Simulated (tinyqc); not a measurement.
From results back to parameters: pi bands of a honeycomb layer in tight binding. Five cases, with inputs chosen for the exercise.

Problem. With nearest hopping t, overlap s0 of neighbours and w the size of the sum of the three phase factors, the levels are -t w/(1 + s0 w) and t w/(1 - s0 w). The levels at Gamma (w = 3) come from hidden t and s0.

Find: t, s0; difference at M (w = 1).

Method. The reciprocals of the sizes add to 2/(3t) and differ by 2 s0/t.

Case 1.

levels at Gamma (eV): lower -6.55070, upper 13.63636

Solution.

t, s0: 2.950  0.117

difference at M (w = 1) = 5.982 eV

Case 2.

levels at Gamma (eV): lower -5.79219, upper 12.22395

Solution.

t, s0: 2.620  0.119

difference at M (w = 1) = 5.315 eV

Case 3.

levels at Gamma (eV): lower -6.05463, upper 11.70088

Solution.

t, s0: 2.660  0.106

difference at M (w = 1) = 5.380 eV

Case 4.

levels at Gamma (eV): lower -5.04000, upper 11.08800

Solution.

t, s0: 2.310  0.125

difference at M (w = 1) = 4.693 eV

Case 5.

levels at Gamma (eV): lower -6.31227, upper 12.96183

Solution.

t, s0: 2.830  0.115

difference at M (w = 1) = 5.736 eV

Computed by tinyqc, one run a case: `OMP_NUM_THREADS=1 python tinyqc.py N N+1 out.jsonl` with N = 1481932, 1481959, 1481996, 1482023, 1482040; one thread of a shared Intel(R) Xeon(R) Processor @ 2.30GHz, about 0.01 s a run at most.
